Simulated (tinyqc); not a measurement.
Trap density from one capacitance.

Question. Traps spread evenly through the insulator exchange electrons with the semiconductor by tunnelling, with tau(x) = t0 exp(2 ka x) at depth x from the interface. The admittance per area Y seen at depth x obeys dY/dx = -Y^2/(i w eps0 eox) + q Nb ln(1 + i w tau)/tau, with Y(0) = i w Cs and w = 2 pi f; the gate sees Y(tox) = G + i w C. Working variable y = Y/(i w), in uF/cm^2. Cox = eps0 eox/tox. Find Nb and G/w.

Parameters, values chosen for the exercise:
```
symbol,value,unit,meaning
eox,3.77,,relative permittivity of the insulator
tox,6.6,nm,insulator thickness
Cs,2.6,uF/cm^2,semiconductor capacitance in accumulation
ka,3.5,1/nm,decay constant of the wave function in the insulator
t0,8e-9,s,time constant of a trap at the interface
f,100,Hz,frequency
```

Constants: q = 1.602176634e-19 C, eps0 = 8.8541878128e-14 F/cm where lengths are in cm. Results are converted to the units shown.

C = 0.50017125 uF/cm^2

Answer. C rises steadily with Nb, so one density matches; in practice ka and t0 must come from the frequency dependence.

Nb = 4.400e19 cm^-3 eV^-1
G/w = 0.01409 uF/cm^2

tinyqc, about 0.6 s, one thread, Intel Xeon 2.30GHz (shared host): `OMP_NUM_THREADS=1 python tinyqc.py 2202193 2202194 out.jsonl`
